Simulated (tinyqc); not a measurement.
Inside a calculation. Method: RKS/LDA (VWN5) in the sto-6g basis, for H3-, spin multiplicity 1. The basis has no diffuse functions, so it cannot describe the extra electron: this is an exercise in the method, not the real anion. One step of it, computed by the program tinyqc.

Question. Iteration 1: diagonalisation and new density. Diagonalise F' = X^T F X, C = X C', fill 2 alpha and 2 beta electrons from the bottom; D = 2 C_occ C_occ^T. Each column has its largest component positive (the first on a tie).

Kohn-Sham matrix F (hartree):
```
           1H 1s      2H 1s      3H 1s
1H 1s   0.317444  -0.030893  -0.030870
2H 1s  -0.030893   0.307997  -0.033074
3H 1s  -0.030870  -0.033074   0.312453
```

X:
```
           1H 1s      2H 1s      3H 1s
1H 1s   1.201109  -0.293251  -0.264172
2H 1s  -0.293251   1.107247   0.013858
3H 1s  -0.264172   0.013858   1.088274
```

Give: F' = X^T F X; orbital energies; coefficients C; D after iteration 1.

Answer.

F' = X^T F X (hartree):
```
         1        2        3
1   0.5425  -0.2498  -0.2265
2  -0.2498   0.4243   0.0133
3  -0.2265   0.0133   0.4092
```

orbital energies (hartree): MO1 0.1447, MO2 0.4028, MO3 0.8285

coefficients C:
```
          MO1      MO2      MO3
1H 1s  0.4756  -0.0184   1.1713
2H 1s  0.4296  -0.7344  -0.7670
3H 1s  0.4091   0.7959  -0.6735
```

D after iteration 1:
```
        1H 1s    2H 1s    3H 1s
1H 1s  0.4530   0.4356   0.3599
2H 1s  0.4356   1.4478  -0.8173
3H 1s  0.3599  -0.8173   1.6016
```
